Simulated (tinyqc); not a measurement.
# ESD clamp with bipolar snapback, compact model and design window, step by step

Program tinyqc, `OMP_NUM_THREADS=1 python tinyqc.py 2670005 2670006 out.jsonl`; Intel Xeon 2.30GHz, shared host, one thread, about 0.01 s. Printed values are rounded.

The drain junction multiplies the current that enters it: Igen = (M - 1)(Ic + I0), M = 1/(1 - (Vj/BV)^n). The generated holes leave through the substrate resistance and the base of the parasitic npn: Igen = Vb/Rb + Ic/be, Ic = Is exp(Vb/Vt). Terminal current I = Ic + I0 + Igen and voltage V = Vj + I Ro, per width. Isothermal, constant gain.

Values chosen for this exercise; values close to those of grounded-gate n-channel clamps:
- T = 300 K (temperature)
- BV = 11.2 V (junction breakdown voltage)
- n = 4 (exponent of the multiplication)
- be = 4.8 (current gain of the parasitic npn)
- Is = 3.8e-17 A/um (saturation current)
- I0 = 2.1e-11 A/um (junction leakage)
- Rb = 23000 ohm um (substrate resistance)
- Ro = 120 ohm um (drain ballast and contact resistance)
- It2 = 5.9 mA/um (failure current for 100 ns)
- Wf = 20 um (finger width)
- Nf = 4 (number of fingers)
- Lv = 2 kV (human-body-model level)
- Vox = 10.3 V (oxide breakdown voltage for 100 ns)
- Vdd = 2.5 V (supply voltage)

Constants: q = 1.602176634e-19 C, kB = 1.380649e-23 J/K, Vt = kB T/q. Results are converted to the units shown.

## The snapback curve

| point | Vb (V) |
|---|---|
| 0 | 0.05 |
| 1 | 0.3 |
| 2 | 0.381 |
| 3 | 0.441 |
| 4 | 0.491 |
| 5 | 0.643 |
| 6 | 0.784 |
| 7 | 0.804 |
| 8 | 0.834 |

For given Vb: Ic, Igen, M = 1 + Igen/(Ic + I0), Vj = BV (1 - 1/M)^(1/n), I and V.

| point | Ic (uA/um) | M | Vj (V) | I (uA/um) | V (V) |
|---|---|---|---|---|---|
| 0 | 2.62873e-10 | 1.03519e5 | 11.2000 | 2.17393 | 11.2002 |
| 1 | 4.16449e-6 | 5.18330e5 | 11.2000 | 13.0435 | 11.2016 |
| 2 | 9.55657e-5 | 1.42112e5 | 11.2000 | 16.5654 | 11.2020 |
| 3 | 9.73324e-4 | 19284.6 | 11.1999 | 19.1751 | 11.2022 |
| 4 | 0.00673319 | 3161.89 | 11.1991 | 21.3560 | 11.2017 |
| 5 | 2.40829 | 12.8167 | 10.9748 | 30.8666 | 10.9785 |
| 6 | 562.865 | 1.26889 | 7.59900 | 714.215 | 7.68471 |
| 7 | 1220.08 | 1.23698 | 7.40981 | 1509.22 | 7.59091 |
| 8 | 3893.74 | 1.21765 | 7.28241 | 4741.20 | 7.85136 |

V peaks at Vt1 = 11.20 V and falls to Vh = 7.591 V: once the npn supplies current, a small M feeds the base. At high current M tends to 1 + 1/be and Vj to BV (1 + be)^(-1/n) = 7.217 V.

## Iteration 1: base voltage at the failure current

Vb at the start = 0.74 V

I(Vb) = Ic (1 + 1/be) + I0 + Vb/Rb, I' = Ic (1 + 1/be)/Vt + 1/Rb; Newton steps on ln I: Vb(new) = Vb - ln(I/It2) I/I'. V follows from the introduction.

I = 0.156174 mA/um
V = 8.58936 V
I' = 4.84003 mS/um
Vb after iteration 1 = 0.857186 V

## Iteration 2: base voltage at the failure current

As before.

I = 11.5734 mA/um
V = 8.63361 V
I' = 446.283 mS/um
Vb after iteration 2 = 0.839713 V

## Course of the iteration: base voltage at the failure current

Stop when Vb changes by less than 1e-10 V, or after 20 iterations. Vb must stay between 0 and 8 V.

Course of the iteration:

| iteration | Vb (V) | \|change\| (V) |
|---|---|---|
| 1 | 0.857186 | 0.117 |
| 2 | 0.839713 | 0.0175 |
| 3 | 0.839691 | 2.25e-5 |
| 4 | 0.839691 | 5.69e-11 |

Converged in 4 iterations. At the end the number of correct digits about doubles with each step.

## Design window and human-body level

Vt1 = 11.2022 V
Vh = 7.59091 V
Vt2 = 7.97807 V

Human-body model: 100 pF through 1500 ohm, peak current about (level - Vt2)/1500 ohm, decay time 150 ns. All fingers turn on before the first fails if Vt2 > Vt1; then the clamp carries Nf Wf It2, otherwise in the worst case Wf It2. Margins: Vh - 1.1 Vdd against latching in operation, Vox - max(Vt1, Vt2) for the protected oxide.

peak current = 1.32801 A
current the clamp carries = 0.118 A
level it withstands = 0.184978 kV
holding margin = 4.84091 V
oxide margin = -0.902156 V

Uniform turn-on is not assured; the clamp fails the level. The oxide margin is negative.
